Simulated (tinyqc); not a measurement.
Tunnelling through a gate dielectric with the two-band (Franz) dispersion, WKB transmission and Tsu-Esaki current: two steps of the calculation.

Electrons leave the emitter at x = 0. Energies E (motion across the layers) are in eV from the emitter Fermi level; the collector Fermi level lies at -V and offers states at every E. No charge in the dielectric and no image force: F1 = V/t1, U = phi1 - F1 x. With C = hbar^2/(2 m0), kappa = sqrt(m u (1 - u/Egx)/C), u = U - E where U > E and 0 elsewhere; T(E) = exp(-S), S = 2 times the integral of kappa over x.

Inputs (values chosen for the exercise); dielectric values close to those of zirconium oxide:

| symbol | value | unit | meaning |
|---|---|---|---|
| T | 77 | K | temperature |
| Ef | 0.39 | eV | Fermi energy of the emitter above its band bottom |
| me | 0.42 | m0 | emitter mass in the supply function |
| phi1 | 1.42 | eV | barrier of layer 1 above the emitter Fermi level at zero bias |
| m1 | 0.26 | m0 | tunnelling mass of layer 1 |
| t1 | 3 | nm | thickness of layer 1 |
| Egx | 6.4 | eV | gap parameter of the two-band dispersion, set freely |
| V | 0.7 | V | voltage across the dielectric |
| E | 0 | eV | energy of the electron followed |
| nc | 9 |  | cells in each layer |
| Ea | -0.39 | eV | lower end of the energy grid |
| Eb | 0.062 | eV | upper end of the energy grid |
| nE | 13 |  | points of the energy grid |

Constants: q = 1.602176634e-19 C, kB = 1.380649e-23 J/K, hbar = 1.054571817e-34 J s, m0 = 9.1093837015e-31 kg, Vt = kB T/q, hbar^2/(2 m0) = 0.0380998212 eV nm^2. Results are converted to the units shown.

Question 1. WKB exponent by the midpoint rule. Cut each layer into nc equal cells, take U and kappa at the cell centres, and sum S = 2 sum kappa h.

Wanted: x; U; kappa; S; T(E).

Answer 1.

```
cell  x (nm)  U (eV)  kappa (1/nm)
0     0.1667  1.3811        2.7187
1     0.5000  1.3033        2.6614
2     0.8333  1.2256        2.6004
3     1.1667  1.1478        2.5353
4     1.5000  1.0700        2.4660
5     1.8333  0.9922        2.3919
6     2.1667  0.9144        2.3127
7     2.5000  0.8367        2.2278
8     2.8333  0.7589        2.1365
```

S = 14.700
T(E) = 4.1273e-7

Question 2. Current density on a coarse energy grid. Each layer adds (2/F) sqrt(m/C) [G(u at its left edge) - G(u at its right edge)] to S, with u = U - E (0 where negative) and G(u) = Egx^1.5 (th - sin(4 th)/4)/4, th = arcsin sqrt(u/Egx). The slope follows from 1/d = -dS/dE.

J = J0 times the integral of T(E) N(E) dE, N = ln[(1 + exp(-E/Vt))/(1 + exp((-E - V)/Vt))], J0 = q^2 me m0 kB T/(2 pi^2 hbar^3) (times 1e-4 for A/cm^2 per eV), by Simpson's rule on nE equally spaced points from Ea to Eb.

Find: E; T(E); N; T(E) N; J0; J.

Answer 2.

```
point    E (eV)       T(E)          N      T(E) N
0      -0.39000  6.3543e-8     58.776   3.7348e-6
1      -0.35233  7.4232e-8     53.099   3.9417e-6
2      -0.31467  8.7147e-8     47.423   4.1327e-6
3      -0.27700  1.0283e-7     41.746   4.2927e-6
4      -0.23933  1.2197e-7     36.069   4.3994e-6
5      -0.20167  1.4546e-7     30.393   4.4210e-6
6      -0.16400  1.7445e-7     24.716   4.3118e-6
7      -0.12633  2.1045e-7     19.039   4.0068e-6
8      -0.08867  2.5541e-7     13.363   3.4130e-6
9      -0.05100  3.1193e-7     7.6866   2.3977e-6
10     -0.01333  3.8349e-7     2.1352   8.1884e-7
11      0.02433  4.7471e-7   0.025226   1.1975e-8
12      0.06200  5.9188e-7  8.7494e-5  5.1786e-11
```

J0 = 4.5100e7 A/(cm^2 eV)
J = 64.651 A/cm^2

The integrand peaks at E = -0.202 eV among these points.

Numbers from tinyqc (`OMP_NUM_THREADS=1 python tinyqc.py 2540007 2540008 out.jsonl`; about 0.01 s on one thread of a shared Intel Xeon 2.30GHz).
